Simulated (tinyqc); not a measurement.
## Gap voltage and exponent from three temperatures

Problem. At constant current VBE(T) = Vg0 - a T - eta (kB T/q) ln T, where a is a constant. Find Vg0, eta and dVBE/dT at the middle temperature.

Constants: q = 1.602176634e-19 C, kB = 1.380649e-23 J/K. Results are converted to the units shown.

T (K): 233  253  330
VBE at a constant current (V): 0.7505168951  0.7106450103  0.5532113475

Answer. The relation is linear in Vg0, a and eta, so three points give a linear system; the slope is (VBE - Vg0 - eta kB T/q)/T. eta rests on the curvature of VBE(T) alone, so real fits need accuracy of some tens of microvolts or better.

Vg0 = 1.146 V
eta = 3.300
dVBE/dT = -2.005 mV/K

tinyqc, about 0.03 s, one thread, Intel Xeon 2.30GHz (shared host): `OMP_NUM_THREADS=1 python tinyqc.py 2062141 2062142 out.jsonl`
